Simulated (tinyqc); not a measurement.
# From one set of inputs to another, one input at a time

Model: bottom-up copper filling of a trench by curvature-enhanced accelerator coverage. Computed by tinyqc, a small Python program. Command: `OMP_NUM_THREADS=1 python tinyqc.py 3009921 3009922 out.jsonl superfill ladder`. One thread of a shared host (Intel(R) Xeon(R) Processor @ 2.30GHz), about 0.09 s of CPU time with the checks.

A rectangular trench keeps vertical walls and a flat floor. An accelerator floats on the surface; where area is lost in the corners it is passed on to the floor.

The inputs printed are set A. Inputs not listed in the table keep their values of set A, so the rows need not describe a real material.

Inputs (values chosen for the exercise, close to those used for damascene copper plating):
```
quantity                                           value     unit
trench width w                                       260       nm
aspect ratio h/w                                     2.2        -
exchange current of the suppressed surface i_0     0.018  mA/cm^2
exchange current of the accelerated surface i_1     0.66  mA/cm^2
transfer coefficient alpha                          0.52        -
overpotential eta                                    0.2        V
starting coverage theta_0                          0.065        -
adsorption rate k_a                              0.00013      1/s
cupric ion concentration C                          0.22    mol/l
diffusivity D                                    4.2e-06   cm^2/s
boundary layer delta                                  26       um
temperature T                                        298        K
```

Constants: e = 1.602176634e-19 C; N_A = 6.02214076e+23 1/mol; k_B = 8.617333262e-05 eV/K.

Method. Kinetic current i_k = [i_0 (1 - theta) + i_1 theta] exp(alpha eta/(k_B T)), limit i_L = 2 F D C/delta, i = 1/(1/i_k + 1/i_L); velocity v = i Omega/(2F), Omega = 7.11 cm^3/mol, F = e N_A. Depletion inside the trench is ignored. Half width x, floor height y, depth h = aspect ratio x w. dx/dt = -v_s, dy/dt = v_b. d theta_b/dt = k_a (1 - theta_b) + [theta_s v_b + theta_b v_s]/x: the floor takes the accelerator of the wall it covers and keeps its own as it narrows. d theta_s/dt = k_a (1 - theta_s). theta_b is capped at 1. Integrate (tolerance 1e-9) until the walls meet (x = 0.02 w/2) or the floor passes the original mouth y = h. Start: x = w/2, y = 0, theta_b = theta_s = theta_0. Height filled = y/h, opening left = x/(w/2).

Each row keeps all changes above it:
```
input moved                                                 from      to  time at the end (s)  ratio v(1)/v(theta_0)  share of the height filled from the floor
set A                                                          -       -                 99.8                   7.47                                     0.7428
exchange current of the suppressed surface i_0 (mA/cm^2)   0.018   0.014                105.3                   7.95                                     0.7813
overpotential eta (V)                                        0.2    0.17                180.6                   9.29                                     0.8343
boundary layer delta (um)                                     26      33                181.8                   8.81                                     0.8033
aspect ratio h/w                                             2.2     2.7                181.8                   8.81                                     0.6546
starting coverage theta_0                                  0.065  0.0094                334.2                  24.07                                     0.6247
exchange current of the accelerated surface i_1 (mA/cm^2)   0.66       2                198.2                  28.92                                     0.7075
cupric ion concentration C (mol/l)                          0.22    0.26                197.4                  31.43                                     0.7421
```

Which inputs carry the difference?

Time at the end goes from 99.8 to 197, a factor 1.98 in all. The largest single move comes from starting coverage theta_0 (a factor 1.84), and exchange current of the accelerated surface i_1 works against it (a factor 0.593). Ratio v(1)/v(theta_0) goes from 7.47 to 31.4, a factor 4.20 in all. The largest single move comes from starting coverage theta_0 (a factor 2.73). Share of the height filled from the floor goes from 0.743 to 0.742, a factor 0.99910 in all. The largest single move comes from aspect ratio h/w (a factor 0.815), and exchange current of the accelerated surface i_1 works against it (a factor 1.13). The single moves hold for this order of the switches; the total does not depend on the order.

Caution (all rows): real profiles develop slanted corners, and accelerator is consumed; both are left out.

Extremes, crossings and ranges named in words are read from the listed rows.
